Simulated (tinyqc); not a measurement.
# Thermoelectric coefficients of one resonant level, Landauer integrals: what changes with what

Transmission X(x) = (g/2)^2/[(x - y)^2 + (g/2)^2] with x = (E - EF)/kB T, two spin channels. I_k = int X x^k w dx over all x, w = 1/(4 cosh^2(x/2)).

Parameters, values chosen for the exercise:
```
symbol  value  unit                                                meaning
T          30     K                                            temperature
g        0.69                            full width of the level over kB T
y        -1.7                                level position (E0 - EF)/kB T
kp       0.22        phonon heat conductance in units of pi^2 kB^2 T/(3 h)
```

Constants: q = 1.602176634e-19 C, kB = 1.380649e-23 J/K, h = 6.62607015e-34 J s. Results are converted to the units shown.

Each table varies one quantity; the others keep the values above.

## Effect of the level position

G = (2 q^2/h) I_0, S = -(kB/q) I_1/I_0, L/L0 = [I_2/I_0 - (I_1/I_0)^2]/(pi^2/3), K_e = (2 kB^2 T/h)(I_2 - I_1^2/I_0), ZT = G S^2 T/(K_e + K_ph), K_ph = kp pi^2 kB^2 T/(3 h).

Effect of the level position:
```
y	G (uS)	S (uV/K)	L/L0	ZT	ZT without phonons
0.5	16.77	-35.89	0.1289	0.08274	0.4091
1.2	13.43	-85.26	0.1590	0.3750	1.871
1.9	9.339	-132.3	0.2236	0.6307	3.205
2.7	5.518	-181.0	0.3624	0.7029	3.699
3.4	3.319	-216.5	0.5689	0.6116	3.372
4.1	1.976	-242.6	0.8802	0.4637	2.736
4.8	1.193	-256.4	1.302	0.3187	2.068
5.6	0.6973	-255.2	1.867	0.1891	1.428
6.3	0.4575	-239.7	2.329	0.1122	1.010
7	0.3160	-214.3	2.643	0.06345	0.7110
```

What does the comparison show?

G falls from 16.8 to 0.316 uS; |S| goes from 35.9 through a maximum of 256 (at y = 4.8 among the rows listed) to 214 uV/K: far from the level its Lorentzian tail at EF carries the current, and S falls back towards the Mott value. L/L0 rises from 0.129 to 2.64, and ZT goes from 0.0827 through a maximum of 0.703 (at y = 2.7 among the rows listed) to 0.0634.

## Effect of the level width

Same model as above.

Effect of the level width:
```
g	G (uS)	S (uV/K)	L/L0	ZT	ZT without phonons
0.042	0.6662	144.5	0.01530	0.06677	55.90
0.1	1.581	141.9	0.03562	0.1520	23.15
0.25	3.918	135.5	0.08423	0.3327	8.925
0.6	9.179	122.3	0.1795	0.5522	3.408
1.4	20.00	98.72	0.3347	0.5243	1.192
3.5	40.49	61.79	0.5565	0.2037	0.2808
8.4	61.86	27.28	0.7722	0.03347	0.03944
20	73.35	7.827	0.9232	0.002413	0.002716
```

What does the table show?

ZT without phonons falls from 55.9 to 0.00272, while ZT with phonons goes from 0.0668 through a maximum of 0.552 (at g = 0.6 among the rows listed) to 0.00241; L/L0 rises from 0.0153 to 0.923. A narrow level filters energy well but conducts little, so a fixed phonon conductance sets a best width.

tinyqc, about 0.02 s, one thread, Intel Xeon 2.30GHz (shared host): `OMP_NUM_THREADS=1 python tinyqc.py 2800042 2800043 out.jsonl`
